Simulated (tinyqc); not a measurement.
Worked calculation: CIS on RHF in the sto-3g basis, frozen core, for BeH2, spin multiplicity 1. Computed by tinyqc, a small Python program that keeps every step (integrals from PySCF). Settings: charge = 0, multiplicity = 1, basis = sto-3g, method = RHF, frozen orbitals = 1, energy threshold = 1e-10, iteration cap = 54, orthogonalisation = symmetric, start = Wolfsberg-Helmholz matrix, DIIS depth = 6. Command: `OMP_NUM_THREADS=1 python tinyqc.py 20839 20840 out.jsonl` (the two numbers bound the seeds that draw the settings). One thread of a shared host (Intel(R) Xeon(R) Processor @ 2.60GHz), about 0.07 s of CPU time with the checks. The early iterations of the SCF are left out here.

## One-electron integrals

Geometry (angstrom):
```
atom         x          y         z
Be    0.000000   0.000000  0.000000
H     0.000000   1.411000  0.000000
H     0.000000  -1.429000  0.000000
```

Basis sto-3g: exponents (1/bohr^2) and contraction coefficients of normalised primitives:
```
element  l (shell)   exponent  coefficient
Be           s (1)  30.167871     0.154329
Be           s (1)   5.495115     0.535328
Be           s (1)   1.487193     0.444635
Be           s (2)   1.314833    -0.099967
Be           s (2)   0.305539     0.399513
Be           s (2)   0.099371     0.700115
Be           p (3)   1.314833     0.155916
Be           p (3)   0.305539     0.607684
Be           p (3)   0.099371     0.391957
H            s (1)   3.425251     0.154329
H            s (1)   0.623914     0.535328
H            s (1)   0.168855     0.444635
```

Overlap, kinetic and nuclear-attraction integrals over the contracted functions; the nuclear repulsion is the sum of Za Zb / Rab.

nuclear repulsion = 3.16772983 hartree

overlap S, lower triangle:
```
           1Be 1s    1Be 2s   1Be 2px    1Be 2py   1Be 2pz     2H 1s     3H 1s
1Be 1s   1.000000
1Be 2s   0.259517  1.000000
1Be 2px  0.000000  0.000000  1.000000
1Be 2py  0.000000  0.000000  0.000000   1.000000
1Be 2pz  0.000000  0.000000  0.000000   0.000000  1.000000
2H 1s    0.059424  0.431550  0.000000   0.505068  0.000000  1.000000
3H 1s    0.057118  0.424455  0.000000  -0.499543  0.000000  0.025453  1.000000
```

kinetic energy T (hartree), lower triangle:
```
            1Be 1s    1Be 2s   1Be 2px    1Be 2py   1Be 2pz      2H 1s     3H 1s
1Be 1s    6.693975
1Be 2s   -0.033012  0.211111
1Be 2px   0.000000  0.000000  0.660592
1Be 2py   0.000000  0.000000  0.000000   0.660592
1Be 2pz   0.000000  0.000000  0.000000   0.000000  0.660592
2H 1s    -0.015243  0.058567  0.000000   0.170737  0.000000   0.760032
3H 1s    -0.014878  0.056048  0.000000  -0.165083  0.000000  -0.008020  0.760032
```

nuclear attraction V (hartree), lower triangle:
```
             1Be 1s     1Be 2s    1Be 2px    1Be 2py    1Be 2pz      2H 1s      3H 1s
1Be 1s   -15.306442
1Be 2s    -2.092677  -3.019869
1Be 2px    0.000000   0.000000  -2.929877
1Be 2py   -0.000406  -0.002113   0.000000  -3.144906
1Be 2pz    0.000000   0.000000   0.000000   0.000000  -2.929877
2H 1s     -0.477718  -1.244280   0.000000  -1.422768   0.000000  -2.904234
3H 1s     -0.458919  -1.216853   0.000000   1.398243   0.000000  -0.086191  -2.886085
```

core Hamiltonian H = T + V (hartree), lower triangle:
```
            1Be 1s     1Be 2s    1Be 2px    1Be 2py    1Be 2pz      2H 1s      3H 1s
1Be 1s   -8.612467
1Be 2s   -2.125689  -2.808758
1Be 2px   0.000000   0.000000  -2.269285
1Be 2py  -0.000406  -0.002113   0.000000  -2.484314
1Be 2pz   0.000000   0.000000   0.000000   0.000000  -2.269285
2H 1s    -0.492961  -1.185712   0.000000  -1.252031   0.000000  -2.144202
3H 1s    -0.473798  -1.160805   0.000000   1.233160   0.000000  -0.094211  -2.126053
```

## Two-electron integrals

Functions are numbered as in S; the eight-fold symmetry (ij|kl) = (ji|kl) = (kl|ij) leaves the list below.

Two-electron integrals (ij|kl) in chemists' order, unique and non-zero (hartree):
```
(11|11) 2.298831    (21|11) 0.392036    (21|21) 0.079539    (22|11) 0.570988
(22|21) 0.143041    (22|22) 0.417683    (31|31) 0.014607    (32|31) 0.021888
(32|32) 0.092265    (33|11) 0.569578    (33|21) 0.143083    (33|22) 0.417589
(33|33) 0.449859    (41|41) 0.014607    (42|41) 0.021888    (42|42) 0.092265
(43|43) 0.024249    (44|11) 0.569578    (44|21) 0.143083    (44|22) 0.417589
(44|33) 0.401360    (44|44) 0.449859    (51|51) 0.014607    (52|51) 0.021888
(52|52) 0.092265    (53|53) 0.024249    (54|54) 0.024249    (55|11) 0.569578
(55|21) 0.143083    (55|22) 0.417589    (55|33) 0.401360    (55|44) 0.401360
(55|55) 0.449859    (61|11) 0.088741    (61|21) 0.017993    (61|22) 0.032615
(61|33) 0.032380    (61|41) 0.001603    (61|42) 0.003011    (61|44) 0.033102
(61|55) 0.032380    (61|61) 0.004271    (62|11) 0.206566    (62|21) 0.052458
(62|22) 0.165774    (62|33) 0.159595    (62|41) 0.006887    (62|42) 0.041451
(62|44) 0.177983    (62|55) 0.159595    (62|61) 0.013123    (62|62) 0.096244
(63|31) 0.004928    (63|32) 0.022780    (63|43) 0.007266    (63|63) 0.009104
(64|11) 0.218539    (64|21) 0.056197    (64|22) 0.186307    (64|33) 0.175267
(64|41) 0.011232    (64|42) 0.064658    (64|44) 0.208197    (64|55) 0.175267
(64|61) 0.014726    (64|62) 0.123281    (64|64) 0.163476    (65|51) 0.004928
(65|52) 0.022780    (65|54) 0.007266    (65|65) 0.009104    (66|11) 0.372406
(66|21) 0.096307    (66|22) 0.340296    (66|33) 0.315574    (66|41) 0.015171
(66|42) 0.116655    (66|44) 0.389473    (66|55) 0.315574    (66|61) 0.024786
(66|62) 0.248634    (66|64) 0.338761    (66|66) 0.774606    (71|11) 0.085272
(71|21) 0.017290    (71|22) 0.031347    (71|33) 0.031123    (71|41) -0.001537
(71|42) -0.002892   (71|44) 0.031813    (71|55) 0.031123    (71|61) 0.003744
(71|62) 0.010639    (71|64) 0.010963    (71|66) 0.019260    (71|71) 0.003944
(72|11) 0.201705    (72|21) 0.051242    (72|22) 0.162346    (72|33) 0.156253
(72|41) -0.006721   (72|42) -0.040751   (72|44) 0.174385    (72|55) 0.156253
(72|61) 0.010813    (72|62) 0.049825    (72|64) 0.050871    (72|66) 0.095287
(72|71) 0.012321    (72|72) 0.092912    (73|31) 0.004772    (73|32) 0.022164
(73|43) -0.007110   (73|63) 0.003746    (73|73) 0.008694    (74|11) -0.214579
(74|21) -0.055191   (74|22) -0.183415   (74|33) -0.172544   (74|41) 0.010946
(74|42) 0.063505    (74|44) -0.204970   (74|55) -0.172544   (74|61) -0.011211
(74|62) -0.051247   (74|64) -0.050284   (74|66) -0.096669   (74|71) -0.013888
(74|72) -0.119549   (74|74) 0.159081    (75|51) 0.004772    (75|52) 0.022164
(75|54) -0.007110   (75|65) 0.003746    (75|75) 0.008694    (76|11) 0.015968
(76|21) 0.003950    (76|22) 0.011146    (76|33) 0.010975    (76|41) -3.07e-06
(76|42) -0.000023   (76|44) 0.011484    (76|55) 0.010975    (76|61) 0.000904
(76|62) 0.004529    (76|64) 0.005165    (76|66) 0.009537    (76|71) 0.000870
(76|72) 0.004460    (76|74) -0.005123   (76|76) 0.000303    (77|11) 0.367901
(77|21) 0.095165    (77|22) 0.337432    (77|33) 0.312939    (77|41) -0.014850
(77|42) -0.115493   (77|44) 0.386154    (77|55) 0.312939    (77|61) 0.019816
(77|62) 0.096615    (77|64) 0.097327    (77|66) 0.186309    (77|71) 0.023516
(77|72) 0.243875    (77|74) -0.333537   (77|76) 0.009537    (77|77) 0.774606
```

## Orthogonalisation

S = U s U^T; symmetric (Loewdin) form X = U s^(-1/2) U^T, so that X^T S X = 1.

eigenvalues of S: 0.276619  0.379054  0.944561  1.000000  1.000000  1.694819  1.704947

X, lower triangle:
```
            1Be 1s     1Be 2s   1Be 2px    1Be 2py   1Be 2pz      2H 1s     3H 1s
1Be 1s    1.028530
1Be 2s   -0.152879   1.220610
1Be 2px   0.000000   0.000000  1.000000
1Be 2py  -0.000067   0.005289  0.000000   1.324020
1Be 2pz   0.000000   0.000000  0.000000   0.000000  1.000000
2H 1s     0.019667  -0.286964  0.000000  -0.404723  0.000000   1.262799
3H 1s     0.019935  -0.277441  0.000000   0.396586  0.000000  -0.086666  1.252531
```

## Iteration 6 (converged): orbitals

converged F (hartree), lower triangle:
```
            1Be 1s     1Be 2s   1Be 2px    1Be 2py   1Be 2pz      2H 1s      3H 1s
1Be 1s   -4.520772
1Be 2s   -1.288318  -0.617429
1Be 2px   0.000000   0.000000  0.213352
1Be 2py  -0.000058  -0.002645  0.000000  -0.202992
1Be 2pz   0.000000   0.000000  0.000000   0.000000  0.213352
2H 1s    -0.304105  -0.390097  0.000000  -0.325014  0.000000  -0.284440
3H 1s    -0.292440  -0.383561  0.000000   0.322324  0.000000  -0.033938  -0.277494
```

Diagonalise F' = X^T F X, C = X C', fill 3 alpha and 3 beta electrons from the bottom; D = 2 C_occ C_occ^T. Each column has its largest component positive (the first on a tie).

F' = X^T F X (hartree), lower triangle:
```
           1          2         3          4         5          6         7
1  -4.411540
2  -0.694991  -0.113358
3   0.000000   0.000000  0.213352
4   0.000712   0.002534  0.000000   0.251637
5   0.000000   0.000000  0.000000   0.000000  0.213352
6  -0.036440  -0.317498  0.000000  -0.442002  0.000000   0.084213
7  -0.031761  -0.310674  0.000000   0.436575  0.000000  -0.103495  0.080298
```

orbital energies (hartree): MO1 -4.524184, MO2 -0.442232, MO3 -0.403339, MO4 0.213352, MO5 0.213352, MO6 0.420095, MO7 0.840910

coefficients C:
```
               MO1        MO2        MO3        MO4       MO5        MO6        MO7
1Be 1s    0.991779  -0.218290   0.009547   0.000000  0.000000  -0.225066  -0.002679
1Be 2s    0.031703   0.576151  -0.028206   0.000000  0.000000   1.156801   0.025868
1Be 2px   0.000000   0.000000   0.000000  -0.055299  0.998470   0.000000   0.000000
1Be 2py   0.000014   0.022895   0.499452   0.000000  0.000000  -0.012500   1.350557
1Be 2pz   0.000000   0.000000   0.000000   0.998470  0.055299   0.000000   0.000000
2H 1s    -0.003374   0.411630   0.394676   0.000000  0.000000  -0.773505  -0.961861
3H 1s    -0.003455   0.373524  -0.432504   0.000000  0.000000  -0.789700   0.927781
```

D after iteration 6, lower triangle:
```
            1Be 1s     1Be 2s   1Be 2px    1Be 2py   1Be 2pz      2H 1s     3H 1s
1Be 1s    2.062735
1Be 2s   -0.189189   0.667501
1Be 2px   0.000000   0.000000  0.000000
1Be 2py  -0.000430  -0.001793  0.000000   0.499952
1Be 2pz   0.000000   0.000000  0.000000   0.000000  0.000000
2H 1s    -0.178866   0.451844  0.000000   0.413091  0.000000   0.650440
3H 1s    -0.178185   0.454592  0.000000  -0.414927  0.000000  -0.033868  0.653184
```

Within a degenerate level the vectors are fixed only up to a rotation; this is one choice.

## Convergence

Stop when the energy changes by less than 1e-10 hartree and every element of the error matrix X^T (F D S - S D F) X is below 3e-06.

Course of the cycle:
```
iteration   E (hartree)     change  largest element of the error matrix
1          -15.53043795          -                             1.28e-01
2          -15.54878106  -1.83e-02                             1.67e-02
3          -15.54914196  -3.61e-04                             1.83e-03
4          -15.54914953  -7.57e-06                             4.53e-05
5          -15.54914953  -1.90e-09                             6.18e-07
6          -15.54914953  -4.58e-13                             5.88e-08
```

PySCF RHF in the same basis = -15.54914953 hartree

Converged in 6 iterations.

## Integrals over molecular orbitals

(pq|rs) = sum C_ip C_jq C_kr C_ls (ij|kl), one index at a time.

one-electron integrals over orbitals h = C^T H C (hartree), lower triangle:
```
           1          2          3          4          5          6          7
1  -8.600939
2   0.217183  -2.397020
3  -0.009673  -0.003286  -2.349165
4   0.000000   0.000000   0.000000  -2.269285
5   0.000000   0.000000   0.000000   0.000000  -2.269285
6   0.199835  -0.202835   0.016542   0.000000   0.000000  -1.909365
7   0.001869  -0.013878  -0.296105   0.000000   0.000000   0.001424  -1.832520
```

Two-electron integrals over orbitals (pq|rs), unique and non-zero (hartree); the lowest 1 orbital is frozen and left out:
```
(22|22) 0.390343    (32|22) 0.016297    (32|32) 0.161054    (33|22) 0.400266
(33|32) -0.013522   (33|33) 0.426176    (42|42) 0.048434    (43|42) -0.001513
(43|43) 0.013845    (44|22) 0.362897    (44|32) 0.000039    (44|33) 0.348264
(44|44) 0.449859    (52|52) 0.048434    (53|52) -0.001513   (53|53) 0.013845
(54|54) 0.024249    (55|22) 0.362897    (55|32) 0.000039    (55|33) 0.348264
(55|44) 0.401360    (55|55) 0.449859    (62|22) -0.020893   (62|32) -0.004865
(62|33) -0.044055   (62|44) 0.058408    (62|55) 0.058408    (62|62) 0.079568
(63|22) -0.008154   (63|32) -0.092790   (63|33) 0.010622    (63|44) -0.004195
(63|55) -0.004195   (63|62) -0.001728   (63|63) 0.084646    (64|42) 0.047057
(64|43) -0.002357   (64|64) 0.050409    (65|52) 0.047057    (65|53) -0.002357
(65|65) 0.050409    (66|22) 0.388497    (66|32) -0.002698   (66|33) 0.400140
(66|44) 0.361828    (66|55) 0.361828    (66|62) -0.031470   (66|63) 0.003808
(66|66) 0.404660    (72|22) -0.004744   (72|32) -0.042000   (72|33) 0.002015
(72|44) 0.003276    (72|55) 0.003276    (72|62) 0.006558    (72|63) 0.061305
(72|66) -0.000541   (72|72) 0.057016    (73|22) -0.002796   (73|32) -0.000223
(73|33) -0.019041   (73|44) 0.063831    (73|55) 0.063831    (73|62) 0.074901
(73|63) -0.006505   (73|66) -0.023461   (73|72) 0.002823    (73|73) 0.084067
(74|42) 0.001349    (74|43) 0.013542    (74|64) 0.000510    (74|74) 0.016748
(75|52) 0.001349    (75|53) 0.013542    (75|65) 0.000510    (75|75) 0.016748
(76|22) 0.013289    (76|32) 0.141074    (76|33) -0.013333   (76|44) 0.000174
(76|55) 0.000174    (76|62) -0.003767   (76|63) -0.093462   (76|66) -0.003486
(76|72) -0.052327   (76|73) 0.000657    (76|76) 0.139021    (77|22) 0.417461
(77|32) 0.004840    (77|33) 0.434501    (77|44) 0.385899    (77|55) 0.385899
(77|62) -0.029240   (77|63) -0.001643   (77|66) 0.425882    (77|72) -0.002748
(77|73) -0.004573   (77|76) 0.003242    (77|77) 0.475193
```

## CIS matrix, singlets

A(ia,jb) = (e_a - e_i) d_ij d_ab + 2 (ia|jb) - (ij|ab).

CIS matrix A, singlet (hartree), lower triangle:
```
           2>4        2>5        2>6        2>7       3>4       3>5       3>6       3>7
2>4   0.389556
2>5   0.000000   0.389556
2>6   0.000000   0.000000   0.632965
2>7   0.000000   0.000000  -0.000172   0.979713
3>4  -0.003064   0.000000   0.000000   0.000000  0.296117
3>5   0.000000  -0.003064   0.000000   0.000000  0.000000  0.296117
3>6   0.000000   0.000000  -0.000757  -0.018464  0.000000  0.000000  0.592587
3>7   0.000000   0.000000   0.008728   0.000807  0.000000  0.000000  0.000323  0.977883
```

## CIS singlet states

dipole integrals <i|r|a> (bohr):
```
             x          y          z
2>4  -0.053334   0.000000   0.962992
2>5   0.962992   0.000000   0.053334
2>6   0.000000  -0.040899   0.000000
2>7   0.000000  -0.633162   0.000000
3>4   0.002458   0.000000  -0.044377
3>5  -0.044377   0.000000  -0.002458
3>6   0.000000  -1.208521   0.000000
3>7   0.000000   0.018294   0.000000
```

Diagonalise A (1 hartree = 27.211386 eV); each vector has its largest component positive (the first on a tie). The transition dipole is mu = sqrt2 sum c_ia <i|r|a>.

singlet excitation energies (eV): 8.055035  8.055035  10.603088  10.603088  16.100789  17.218250  26.609354  26.689451

lowest vectors:
```
       state 1   state 2    state 3    state 4    state 5    state 6
2>4   0.032298  0.005360  -0.443968   0.895444   0.000000   0.000000
2>5  -0.005360  0.032298   0.895444   0.443968   0.000000   0.000000
2>6   0.000000  0.000000   0.000000   0.000000   0.018815   0.999503
2>7   0.000000  0.000000   0.000000   0.000000   0.047535  -0.000448
3>4   0.985979  0.163629   0.014543  -0.029332   0.000000   0.000000
3>5  -0.163629  0.985979  -0.029332  -0.014543   0.000000   0.000000
3>6   0.000000  0.000000   0.000000   0.000000   0.998691  -0.018843
3>7   0.000000  0.000000   0.000000   0.000000  -0.001360  -0.025258
```

oscillator strengths 2/3 w |mu|^2: 0.000065  0.000065  0.484217  0.484217  1.208810  0.000282

Within a degenerate level the vectors are fixed only up to a rotation; this is one choice.

## CIS matrix, triplets

A(ia,jb) = (e_a - e_i) d_ij d_ab - (ij|ab).

CIS matrix A, triplet (hartree), lower triangle:
```
           2>4        2>5        2>6        2>7       3>4       3>5       3>6       3>7
2>4   0.292687
2>5   0.000000   0.292687
2>6   0.000000   0.000000   0.473830
2>7   0.000000   0.000000  -0.013289   0.865681
3>4  -0.000039   0.000000   0.000000   0.000000  0.268427
3>5   0.000000  -0.000039   0.000000   0.000000  0.000000  0.268427
3>6   0.000000   0.000000   0.002698  -0.141074  0.000000  0.000000  0.423294
3>7   0.000000   0.000000  -0.141074  -0.004840  0.000000  0.000000  0.013333  0.809748
```

## CIS triplet states

Diagonalise A (1 hartree = 27.211386 eV); each vector has its largest component positive (the first on a tie).

triplet excitation energies (eV): 7.304278  7.304278  7.964434  7.964434  10.385885  11.487183  23.433464  24.696177

lowest vectors:
```
       state 1   state 2    state 3    state 4    state 5   state 6
2>4   0.001235  0.001035   0.918872   0.394553   0.000000  0.000000
2>5  -0.001035  0.001235  -0.394553   0.918872   0.000000  0.000000
2>6   0.000000  0.000000   0.000000   0.000000  -0.058435  0.937310
2>7   0.000000  0.000000   0.000000   0.000000   0.277150  0.050513
3>4   0.766407  0.642354  -0.001480  -0.000636   0.000000  0.000000
3>5  -0.642354  0.766407   0.000636  -0.001480   0.000000  0.000000
3>6   0.000000  0.000000   0.000000   0.000000   0.957946  0.058863
3>7   0.000000  0.000000   0.000000   0.000000  -0.045961  0.339756
```

Within a degenerate level the vectors are fixed only up to a rotation; this is one choice.
